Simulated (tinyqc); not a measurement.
# Mobility and doping from two currents

Question. A trap-free film with injecting contacts is fitted, with diffusion neglected, by J = q mu N V/Lf + (9/8) eps0 eps_r mu V^2/Lf^3. Find mu, N and the voltage at which both terms are equal.

Parameters, values chosen for the exercise: relative permittivity eps_r = 11.5; film thickness Lf = 1300 nm.

Constants: q = 1.602176634e-19 C, eps0 = 8.8541878128e-14 F/cm where lengths are in cm. Results are converted to the units shown.

J at 3.9 and 17 V (A/cm^2): 100.09488  842.71437

Answer. J/V is a straight line in V: the slope gives mu and the intercept mu N.

mu = 3.50 cm^2/(V s)
N = 4.30e15 cm^-3
crossover voltage = 10.2 V

tinyqc, about 0.06 s, one thread, Intel Xeon 2.30GHz (shared host): `OMP_NUM_THREADS=1 python tinyqc.py 2730049 2730050 out.jsonl`
